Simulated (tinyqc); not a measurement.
# Capacitance measurement on a leaky thin oxide: effects of series resistance and leakage: two studies

The device is a capacitance C in parallel with a leakage conductance G, in series with Rs and Ls. An impedance meter reports either a parallel pair (Cp, Gp) from Y = 1/Z = Gp + i w Cp or a series pair (Cs, Rm) from Z = Rm + 1/(i w Cs); w = 2 pi f, dissipation D = Gp/(w |Cp|).

Inputs (values chosen for the exercise); values of the order met in thin-oxide MOS capacitors: relative permittivity of the gate insulator (close to silicon dioxide) eox = 3.9; insulator thickness tox = 2.4 nm; gate area A = 400 um^2; oxide-equivalent thickness added by the accumulation layer zc = 0.38 nm; oxide-equivalent thickness added by gate depletion zp = 0 nm; gate leakage current density, not matched to the thickness Jg = 0.035 A/cm^2; voltage for an e-fold rise of the leakage Vs = 0.4 V; series resistance Rs = 12 ohm; series inductance Ls = 0 nH; measuring frequency f = 10000 Hz.

Constants: eps0 = 8.8541878128e-14 F/cm where lengths are in cm. Results are converted to the units shown.

Each table varies one quantity; the others keep the values above.

## Readings against frequency

EOT = 3.9 tox/eox; CET = EOT + zc + zp; C = 3.9 eps0 A/CET; G = Jg A/Vs. Z = Rs + i w Ls + 1/(G + i w C); CET read from Cp = 3.9 eps0 A/Cp; errors under 0.001 % are printed as 0.

The same in every row: C (pF) = 4.969.

Readings against frequency:
```
f (Hz)  Cp (pF)  Cs (pF)         D  error of Cp (%)  error of Cs (%)  CET read from Cp (nm)
1000      4.968    629.5     11.21                0           1.26e4                  2.780
3000      4.968    74.36     3.737                0             1400                  2.780
10000     4.968    11.21     1.121                0              126                  2.780
30000     4.968    5.662    0.3737                0             14.0                  2.780
1e5       4.968    5.031    0.1122                0             1.26                  2.780
3e5       4.968    4.975   0.03748                0            0.140                  2.780
1e6       4.968    4.969   0.01159                0           0.0126                  2.780
3e6       4.968    4.969  0.004861                0          1.40e-3                  2.780
1e7       4.968    4.969  0.004867         -2.24e-3                0                  2.780
3e7       4.968    4.969   0.01161          -0.0135                0                  2.780
```

D goes from 11.2 through a minimum of 0.00486 (at f = 3e6 Hz among the rows listed) to 0.0116; without inductance its minimum lies at f = sqrt(G (1 + G Rs)/Rs)/(2 pi C) = 5.47e6 Hz. The error of Cp goes from 0 to -0.0135 % and that of Cs from 12600 to 0 %; at low frequency Cp tends to C/(1 + G Rs)^2 and Cs grows as 1 + (G/(w C))^2. One of the two readings is within 2 % of C for f = 1000, 3000, 10000, 30000, 1e5, 3e5, 1e6, 3e6, 1e7, 3e7 Hz. For f = 1000, 3000, 10000 D exceeds 1, where the accuracy of real meters degrades in proportion to sqrt(1 + D^2).

## Effect of the gate leakage current density, not matched to the thickness

Same model as above.

The same in every row: C (pF) = 4.969.

Effect of the gate leakage current density, not matched to the thickness:
```
Jg (A/cm^2)  Cp (pF)  Cs (pF)         D  error of Cp (%)  error of Cs (%)  CET read from Cp (nm)
1e-5           4.969    4.969  3.241e-4                0                0                  2.780
0.0001         4.969    4.969  0.003207                0          1.03e-3                  2.780
0.001          4.969    4.974   0.03204                0            0.103                  2.780
0.02           4.969    7.008    0.6407                0             41.0                  2.780
0.2            4.968    208.9     6.407         -4.80e-3             4100                  2.780
2              4.966  2.040e4     64.08          -0.0480           4.10e5                  2.781
30             4.933  4.588e6     964.4           -0.716           9.23e7                  2.800
300            4.629  4.588e8      9956            -6.83           9.23e9                  2.984
```

As Jg goes from 1e-5 to 300, the error of Cp goes from 0 to -6.83 %, that of Cs from 0 to 9.23e9 %, and D rises from 3.24e-4 to 9960. The CET read from Cp goes from 2.78 to 2.98 nm against the true 2.78 nm. For Jg = 0.2, 2, 30, 300 D exceeds 1, where the accuracy of real meters degrades in proportion to sqrt(1 + D^2).

tinyqc, about 0.01 s, one thread, Intel Xeon 2.30GHz (shared host): `OMP_NUM_THREADS=1 python tinyqc.py 2022080 2022081 out.jsonl`
